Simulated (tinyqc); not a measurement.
The decay curve: photoconductance decay in a wafer: bulk and surface recombination modes, and iron detection by pair splitting. Computed by tinyqc, a small Python program. Command: `OMP_NUM_THREADS=1 python tinyqc.py 3112929 3112930 out.jsonl pcd walk`. One thread of a shared host (Intel(R) Xeon(R) Processor @ 2.30GHz), about 0.01 s of CPU time with the checks.

Both faces of the wafer have the same S; injection is low and all coefficients are constant. x runs from -W/2 to W/2.

Inputs (values chosen for the exercise, modelled on p-type silicon):
```
quantity                          value         unit
thickness W                         150   micrometre
diffusivity D                      33.3       cm^2/s
bulk lifetime tau_b without iron    390  microsecond
surface recombination velocity S    2.7         cm/s
absorption coefficient alpha       2100         1/cm
```

Method:
- Even modes cos(a x) obey b tan b = S W/(2 D) with b = a W/2, odd modes sin(a x) obey -b cot b = S W/(2 D); each decays at the rate 1/tau_b + D a^2.
- tau_eff is the decay time of the first mode. The surface time is 1/(D a^2) of that mode; shortcuts for it are W/(2 S), W^2/(pi^2 D) and their sum, whose error is sum/surface time - 1.
- Light from one face makes n(x, 0) proportional to exp(-alpha (x + W/2)). Only even modes carry the thickness average: weight c_n = [sin b/b] int n cos(a x) dx / (int cos^2(a x) dx x mean n), with int exp(-alpha (x + W/2)) cos(a x) dx = [alpha cos b (1 - E) + a sin b (1 + E)]/(alpha^2 + a^2), E = exp(-alpha W), and int cos^2 = W/2 + sin(2 b)/(2 a).
- Mean density = sum_n c_n exp(-t/tau_n) over 60 modes; the local decay time is -1/(d ln n/dt).

W^2/(pi^2 D) = 0.684603 microsecond

tau_eff = 341.994 microsecond

Decay:
```
t / (W^2/(pi^2 D))  t (microsecond)  mean density/start  local decay time (microsecond)
0.02                         0.0137             0.99993                          223.89
0.05                         0.0342             0.99984                          257.85
0.10                         0.0685             0.99972                          283.38
0.20                         0.1369             0.99949                          306.67
0.50                         0.3423             0.99885                          331.35
1.00                         0.6846             0.99784                          340.52
2.00                         1.3692             0.99584                          341.97
```

What follows from these numbers?

The local decay time goes from 224 to 342 microsecond against tau_eff = 342. Early on higher modes speed the decay, so a fit must start late.
